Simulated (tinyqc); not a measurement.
# Thin-body transistor below threshold, two-dimensional Poisson equation on a small mesh: effects of single changes

A thin body on a thick buried insulator of low permittivity, taken as carrying no normal field at the bottom of the body (row 0). Mobile charge is neglected (subthreshold), the body is fully depleted, and potentials are counted from the intrinsic level; rows run upward to the gate, columns from source to drain.

Parameters, values chosen for the exercise; semiconductor permittivity close to that of silicon: temperature T = 300 K; relative permittivity of the semiconductor eps_r = 11.6; relative permittivity of the insulator eox = 22; body thickness tb = 5 nm; insulator thickness tox = 3 nm; channel length L = 23 nm; acceptor density of the depleted body Na = 0 cm^-3; potential of the source Vbi = 0.5 V; gate offset Vfb = 0 V; gate voltage Vg = 0.1 V; drain voltage Vd = 0.3 V.

Constants: q = 1.602176634e-19 C, kB = 1.380649e-23 J/K, Vt = kB T/q, eps0 = 8.8541878128e-14 F/cm where lengths are in cm. Results are converted to the units shown.

Each table varies one quantity; the others keep the values above.

## Effect of the relative permittivity of the insulator

Mesh: rows i = 0..12 in the semiconductor (step hs = tb/12, row 12 on the interface), then 8 step(s) ho = tox/8 up to the gate row 20; columns j = 0..80 (step hy = L/80). Box integration, divided by eps0: up_i = eps hy/h of the interval above row i, dn_i = that of the interval below (0 for row 0), lat_i = (sum of eps h/2 over the intervals above and below)/hy, s_i = -q Na w_i hy/eps0 with w_i the semiconductor height of the box (hs/2 for row 0 and the interface row, hs between, 0 in the insulator). Each free node obeys (up + dn + 2 lat) psi = up psi(above) + dn psi(below) + lat [psi(left) + psi(right)] + s. Fixed values: gate row Vg - Vfb; column 0 at Vbi and the last column at Vbi + Vd in the semiconductor, each running linearly to Vg - Vfb across the insulator. The system is solved directly. On row 0 the minimum of psi and its place come from a parabola through the three lowest nodes; barrier = Vbi - minimum, swing = Vt ln 10/(d psi/dVg), DIBL = (d psi/dVd)/(d psi/dVg) there. Lambda = pi/k with k the smallest positive root of tan(k tox) tan(k tb) = eox/eps_r.

Effect of the relative permittivity of the insulator:
```
eox  L/Lambda  barrier (V)  place y/L  swing (mV/decade)  DIBL (mV/V)
3.9    0.9803       0.1672     0.3990              111.3        291.4
5.9     1.149       0.2116     0.4171              95.06        207.1
8.8     1.320       0.2481     0.4293              85.06        151.6
13      1.485       0.2765     0.4379              78.69        114.9
20      1.658       0.2999     0.4445              74.14        88.10
30      1.804       0.3156     0.4490              71.39        71.71
```

What does the table show?

As eox goes from 3.9 to 30, the barrier rises from 0.167 to 0.316 V, the swing falls from 111 to 71.4 mV a decade and DIBL falls from 291 to 71.7 mV/V; the ideal swing is 59.5. L/Lambda goes from 0.98 to 1.8.

## Choice of the relaxation factor

Mesh: rows i = 0..1 in the semiconductor (step hs = tb/1, row 1 on the interface), then 1 step(s) ho = tox/1 up to the gate row 2; columns j = 0..4 (step hy = L/4). Sweeps go row by row from row 0, left to right, psi(new) = psi + omega (t - psi) with t the value that solves the node equation for the newest neighbours; free nodes start at zero; stop when the largest change is below 1e-7 V.

Results:
```
omega  sweeps
1          16
1.1        10
1.2        12
1.3        15
1.5        24
1.6        33
1.7        45
1.8        70
1.9       147
```

Estimate the missing row, omega = 1.4.

Computed row:
```
omega  sweeps
1.4        19
```

With this row back in the table: Gauss-Seidel (omega = 1) takes 16 sweeps; the fewest, 10, are at omega = 1.1, and omega = 1.9 takes 147. The Jacobi matrix of this mesh has spectral radius rho = 0.5696, so theory puts the best factor at 2/(1 + sqrt(1 - rho^2)) = 1.10.

## Effect of the body thickness

Same model as above.

Results:
```
tb (nm)  L/Lambda  barrier (V)  place y/L  swing (mV/decade)  DIBL (mV/V)
2           2.728       0.3831     0.4673              61.57        12.50
2.6         2.461       0.3728     0.4636              62.89        20.51
4.6         1.793       0.3178     0.4490              71.01        69.51
6.1         1.468       0.2643     0.4358              81.30        129.9
8           1.188       0.1951     0.4153              100.5        235.8
```

Estimate the missing row, tb = 3.5 nm.

Computed row:
```
tb (nm)  L/Lambda  barrier (V)  place y/L  swing (mV/decade)  DIBL (mV/V)
3.5         2.120       0.3515     0.4575              65.80        38.16
```

With this row back in the table: As tb goes from 2 to 8 nm, the barrier falls from 0.383 to 0.195 V, the swing rises from 61.6 to 100 mV a decade and DIBL rises from 12.5 to 236 mV/V; the ideal swing is 59.5. L/Lambda goes from 2.7 to 1.2. For tb = 2 to 4.6 nm the body is under 5 nm thick, where quantum confinement matters.

Computed by the program tinyqc: `OMP_NUM_THREADS=1 python tinyqc.py 2480007 2480008 out.jsonl`, one thread of a shared Intel Xeon 2.30GHz, about 0.09 s for the whole run.
